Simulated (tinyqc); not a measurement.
Schottky diode by the thermionic emission-diffusion theory: one step of the calculation.

Metal on an n-type semiconductor with one parabolic valley; V > 0 is forward bias (metal positive). The band bends as a parabola over the depletion layer, by Vd = Vbi - V; no image force. Carriers drift and diffuse up to the interface and leave it with the velocity vR.

Problem. Emission velocity. A* = 4 pi q me m0 kB^2/h^3 (times 1e-4 for A/(cm^2 K^2)); Nc = 2 (2 pi me m0 kB T/h^2)^1.5 (times 1e-6 for cm^-3); Vbi = phi - Vt ln(Nc/Nd); vR = A* T^2/(q Nc).

Values chosen for this exercise; band and dielectric values close to those of gallium arsenide: temperature T = 300 K; electron mass me = 0.066 m0; barrier height seen from the metal phi = 1.02 eV; donor density Nd = 8.5e16 cm^-3.

Constants: q = 1.602176634e-19 C, kB = 1.380649e-23 J/K, h = 6.62607015e-34 J s, m0 = 9.1093837015e-31 kg, Vt = kB T/q. Results are converted to the units shown.

Find: A*; Nc; Vbi; vR.

Solution.

A* = 7.931 A/(cm^2 K^2)
Nc = 4.255e17 cm^-3
Vbi = 0.9784 V
vR = 1.047e7 cm/s

vR equals sqrt(kB T/(2 pi me m0)).

Program tinyqc, `OMP_NUM_THREADS=1 python tinyqc.py 2640048 2640049 out.jsonl`; Intel Xeon 2.30GHz, shared host, one thread, about 0.01 s.
